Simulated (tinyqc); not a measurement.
## IGBT as a p-i-n diode in series with a MOS channel, on-state and switching loss: effect of the width of the drift layer

High injection (n = p) in a drift layer from x = -W/2 (anode) to +W/2 (cathode side), recombination only in the layer with lifetime tau, ideal emitters. The channel feeds the cathode side and carries the whole current. Auger recombination, carrier-carrier scattering, emitter losses and the carrier dip under the p body are left out.

b = mn/mp, B = (b - 1)/(b + 1), La = sqrt(2 Vt mn mp tau/(mn + mp)), y = W/(2 La). n(x) = (tau J/(2 q La))[cosh(x/La)/sinh y - B sinh(x/La)/cosh y]. Vm = Vt [(8 b/(b + 1)^2)(sinh y/s) arctan(s sinh y) + B ln((1 + B tanh^2 y)/(1 - B tanh^2 y))], s = sqrt(1 - B^2 tanh^2 y); Vj = Vt ln(n(-W/2) n(W/2)/ni^2), ni = sqrt(Nc Nv) exp(-Eg/(2 Vt)), Eg in volts; Vc = J Rch; Von = Vm + Vj + Vc. Stored charge tau J, turn-off energy Eoff = ks tau J Vdc, loss at half duty 0.5 J Von + f Eoff. A unipolar device on the same layer has Vu = J (W/(q mn Nd) + Rch).

Parameters, values chosen for the exercise; material values close to those of silicon:
- T = 400 K (temperature)
- Eg = 1.14 eV (band gap)
- Nc = 4.36e19 cm^-3 (conduction-band density of states at T)
- Nv = 4.03e19 cm^-3 (valence-band density of states at T)
- mn = 743 cm^2/(V s) (electron mobility)
- mp = 255 cm^2/(V s) (hole mobility)
- Nd = 1.8e13 cm^-3 (doping of the drift layer)
- tau = 15 us (high-injection lifetime)
- J = 250 A/cm^2 (current density)
- Rch = 0.84 mohm cm^2 (channel and accumulation resistance)
- Vdc = 1800 V (link voltage)
- ks = 0.09 (turn-off energy per stored charge and link voltage)
- f = 5 kHz (switching frequency)

Constants: q = 1.602176634e-19 C, kB = 1.380649e-23 J/K, Vt = kB T/q. Results are converted to the units shown.

The same in every row: Eoff (mJ/cm^2) = 607.5.

Result of one run:

| W (um) | y | Von (V) | Vu (V) | total loss (W/cm^2) |
|---|---|---|---|---|
| 140 | 0.4996 | 1.150 | 1634 | 3181 |

What becomes of these results when the width of the drift layer W is changed from 140 to 540 um, all else the same?

Result of the changed run:

| W (um) | y | Von (V) | Vu (V) | total loss (W/cm^2) |
|---|---|---|---|---|
| 540 | 1.927 | 1.340 | 6301 | 3205 |

The whole series:

| W (um) | y | Von (V) | Vu (V) | total loss (W/cm^2) |
|---|---|---|---|---|
| 140 | 0.4996 | 1.150 | 1634 | 3181 |
| 180 | 0.6423 | 1.146 | 2100 | 3181 |
| 240 | 0.8565 | 1.151 | 2800 | 3181 |
| 310 | 1.106 | 1.171 | 3617 | 3184 |
| 410 | 1.463 | 1.224 | 4784 | 3190 |
| 540 | 1.927 | 1.340 | 6301 | 3205 |
| 700 | 2.498 | 1.590 | 8167 | 3236 |

As W goes from 140 to 700 um, Von goes from 1.150 through a minimum of 1.146 (at W = 180 um among the rows listed) to 1.590 V, Eoff stays at 607 mJ/cm^2 and the total loss rises from 3180 to 3240 W/cm^2. Von is below Vu in 7 of the 7 rows. In every row the density at the anode passes 2e17 cm^-3, where Auger recombination and emitter losses matter.

tinyqc, about 0.01 s, one thread, Intel Xeon 2.30GHz (shared host): `OMP_NUM_THREADS=1 python tinyqc.py 2590153 2590154 out.jsonl`
